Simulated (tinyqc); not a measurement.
# Fermi velocity from one capacitance

Question. At zero temperature and without traps graphene has Cq = 2 q^3 phi/(pi hbar^2 vF^2), charge Cq phi/2, 1/C_G = 1/Cox + 1/Cq and Vg = phi + Cq phi/(2 Cox). Find Cq, phi, vF and n.

Constants: q = 1.602176634e-19 C, hbar = 1.054571817e-34 J s. Results are converted to the units shown.

Vg = 1.3569166 V
C_G = 0.65018468 uF/cm^2
Cox = 0.73470920 uF/cm^2

Answer. The series relation gives Cq, the voltage relation phi = Vg/(1 + Cq/(2 Cox)), and the formula for Cq then vF.

Cq = 5.65 uF/cm^2
phi = 0.280 V
vF = 1.08e6 m/s
n = 4.94e12 cm^-2

tinyqc, about 0.01 s, one thread, Intel Xeon 2.30GHz (shared host): `OMP_NUM_THREADS=1 python tinyqc.py 2200071 2200072 out.jsonl`
